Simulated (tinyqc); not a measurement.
Resistance of a source-drain extension with a graded tip: effect of the gate overdrive.

y runs along the channel, the gate covers y > 0. The doping is N0 for y < y0 and N0 10^(-(y - y0)/la) beyond, uniform over the depth xj. Sheet conductance s(y) = q mu(N) max(N - Nch, 0) xj + (for y > 0) ma Cox Vo, with mu(N) = u0 + (u1 - u0)/(1 + (N/Nr)^au) and Cox = eps0 eox/tox. Current is taken as one-dimensional; depletion of the tip, spreading and the contact are left out. The metallurgical junction lies at yj, where N = Nch.

R_spacer = integral of dy/s from -Ls to 0, R_ov from 0 to yj, R_channel = (Lg - 2 yj)/(ma Cox Vo), R_total = 2 R_spacer + 2 R_ov + R_channel. Electrical length L_eff = ma Cox dR_total/d(1/Vo); R_series = R_total - L_eff/(ma Cox Vo).

Parameters, values chosen for the exercise; mobility law close to that of electrons in silicon:

| symbol | value | unit | meaning |
|---|---|---|---|
| eox | 3.9 |  | relative permittivity of the gate insulator (close to silicon dioxide) |
| tox | 1.9 | nm | insulator thickness |
| N0 | 7.5e19 | cm^-3 | active doping of the extension far from the gate |
| la | 4.5 | nm/decade | lateral abruptness |
| y0 | 1.2 | nm | position under the gate where the fall begins (gate edge at 0) |
| xj | 25 | nm | depth of the extension |
| Nch | 1.8e18 | cm^-3 | channel doping |
| Ls | 10 | nm | spacer length |
| ma | 220 | cm^2/(V s) | mobility of the gate-induced layer |
| u1 | 1414 | cm^2/(V s) | mobility at low doping |
| u0 | 68.5 | cm^2/(V s) | mobility at high doping |
| Nr | 9.2e16 | cm^-3 | reference doping |
| au | 0.711 |  | exponent |
| Lg | 30 | nm | gate length |

Constants: q = 1.602176634e-19 C, eps0 = 8.8541878128e-14 F/cm where lengths are in cm. Results are converted to the units shown.

The same in every row: yj (nm) = 8.489; R_spacer (ohm um) = 4.271.

Effect of the gate overdrive:
```
Vo (V)  R_ov (ohm um)  R_channel (ohm um)  R_total (ohm um)  L_eff (nm)  R_series (ohm um)
0.15            24.98               217.1             275.6       14.23              38.42
0.3             18.47               108.6             154.0       15.11              28.08
0.45            15.12               72.37             111.2       15.82              23.22
0.6             12.98               54.28             88.78       16.43              20.31
0.75            11.46               43.42             74.88       16.95              18.35
0.9             10.30               36.19             65.34       17.42              16.94
1.05            9.391               31.02             58.34       17.83              15.86
1.2             8.648               27.14             52.98       18.21              15.02
```

As Vo goes from 0.15 to 1.2, R_total falls from 276 to 53.0 ohm um, L_eff rises from 14.2 to 18.2 nm and R_series falls from 38.4 to 15.0 ohm um. Both extracted quantities depend on the overdrive at which they are taken.

Numbers from tinyqc (`OMP_NUM_THREADS=1 python tinyqc.py 2282269 2282270 out.jsonl`; about 0.04 s on one thread of a shared Intel Xeon 2.30GHz).
